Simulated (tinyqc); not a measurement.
Worked calculation: thin (001) film in sp3s* tight binding with raised dangling bonds. Values are carried at full precision from step to step, so a last printed digit may differ when a step is redone from the rounded ones.

sp3s* tight binding, nearest neighbours only: anion (a) at 0, cation (c) at a/4 (1,1,1), orbitals s, px, py, pz, s* on each; k in units of 2 pi/a. With phases e_j = exp(i (pi/2) k.n_j) for n = (1,1,1), (1,-1,-1), (-1,1,-1), (-1,-1,1): g0 = (e1+e2+e3+e4)/4, g1 = (e1+e2-e3-e4)/4, g2 = (e1-e2+e3-e4)/4, g3 = (e1-e2-e3+e4)/4. The diagonal holds the levels Esa, Epa, Exa (s*) and Esc, Epc, Exc. Anion-cation block: <sa|sc> = Vss g0; <sa|xc> = Vsapc g1; <xa|sc> = -Vscpa g1; <xa|xc> = Vxx g0; <xa|yc> = <ya|xc> = Vxy g3, <xa|zc> = <za|xc> = Vxy g2, <ya|zc> = <za|yc> = Vxy g1; <s*a|xc> = Vxapc g1; <xa|s*c> = -Vpaxc g1; y and z take g2 and g3 in place of g1; s-s* and s*-s* vanish.

Values chosen for the exercise (out of a larger set: near a published set for GaP, fitted to gaps, whose masses and valley positions are rough; not measured data):
- p = (-8.122, 1.123, -2.199, 4.108, 8.533, 7.183, -7.493, 2.151, 5.156, 4.281, 6.336, 4.669, 5.093) eV (order Esa, Epa, Esc, Epc, Exa, Exc, Vss, Vxx, Vxy, Vsapc, Vscpa, Vxapc, Vpaxc)
- N = 5 (atomic planes in the small film)
- dl = 30 eV (shift of the dangling hybrids)

## Bulk edges along [001]

Gap at Gamma and minimum on (0,0,kz), kz from 0.5 to 1, from the bulk Ev. States at zero in-plane momentum come from this line alone.

edges (eV): Gamma 2.8991, Delta 2.3424

kz of the minimum = 1.0000 2 pi/a

## The two blocks of the small film

Planes alternate anion (a), cation (c) along [001], a/4 apart, starting with an anion; zero in-plane momentum; levels counted from the bulk Ev, the lower root of [[Epa, Vxx], [Vxx, Epc]]; no spin-orbit coupling. Block of s, pz, s*: from an anion to the cation above, Vss/2 (s,s), Vsapc/2 (s,z), -Vscpa/2 (z,s), Vxx/2 (z,z), Vxapc/2 (s*,z), -Vpaxc/2 (z,s*); to the cation below the same with the s-z and s*-z signs reversed. Block of u = (px + py)/sqrt2 and v = (px - py)/sqrt2: to the cation above (Vxx + Vxy)/2 for u and (Vxx - Vxy)/2 for v, to the cation below the reverse. Each surface atom has two dangling sp3 hybrids; raising both by dl adds (dl/2) [[1, t], [t, 1]] to its s, pz levels (t = -1 at the bottom face, +1 at the top) and dl to the one of u, v in whose plane the missing bonds lie (v for a bottom anion or a top cation, u for a top anion).

Fill them in.

s, pz, s* block (eV), lower triangle:
```
         sa1     za1    *a1     sc2     zc2    *c2     sa3     za3    *a3     sc4     zc4    *c4
sa1    6.881
za1  -15.000  16.126
*a1        0       0  8.536
sc2   -3.747  -3.168      0  -2.196
zc2    2.140   1.075  2.334       0   4.111
*c2        0  -2.546      0       0       0  7.186
sa3        0       0      0  -3.747  -2.140      0  -8.119
za3        0       0      0   3.168   1.075  2.546       0   1.126
*a3        0       0      0       0  -2.334      0       0       0  8.536
sc4        0       0      0       0       0      0  -3.747  -3.168      0  -2.196
zc4        0       0      0       0       0      0   2.140   1.075  2.334       0   4.111
*c4        0       0      0       0       0      0       0  -2.546      0       0       0  7.186
sa5        0       0      0       0       0      0       0       0      0  -3.747  -2.140      0
za5        0       0      0       0       0      0       0       0      0   3.168   1.075  2.546
*a5        0       0      0       0       0      0       0       0      0       0  -2.334      0

        sa5     za5    *a5
sa5   6.881
za5  15.000  16.126
*a5       0       0  8.536
```

u, v block (eV), lower triangle:
```
       ua1     va1     uc2    vc2    ua3     va3     uc4    vc4     ua5    va5
ua1  1.126
va1      0  31.126
uc2  3.654       0   4.111
vc2      0  -1.502       0  4.111
ua3      0       0  -1.502      0  1.126
va3      0       0       0  3.654      0   1.126
uc4      0       0       0      0  3.654       0   4.111
vc4      0       0       0      0      0  -1.502       0  4.111
ua5      0       0       0      0      0       0  -1.502      0  31.126
va5      0       0       0      0      0       0       0  3.654       0  1.126
```

## Levels of the small film

Diagonalise both blocks.

levels of the s, pz, s* block (eV): -12.320  -9.450  -7.063  -2.689  2.811  3.252  3.256  4.105  7.251  8.536  9.417  9.707  11.168  27.419  27.426

levels of the u, v block (eV): -2.115  -2.115  -0.725  -0.725  5.910  5.910  7.317  7.317  31.210  31.210

No level lies between 0 and the bulk edge 2.342 eV; confinement has widened the gap at zero in-plane momentum to 3.536 eV.

## Checks

- Lowest conduction level of 201 planes, with the dangling hybrids shifted far away, against the bulk edge: 2.343 against 2.342.

(tinyqc, `OMP_NUM_THREADS=1 python tinyqc.py 1452256 1452257 out.jsonl`, Intel(R) Xeon(R) Processor @ 2.30GHz, 1 thread, shared host, about 0.4 s.)
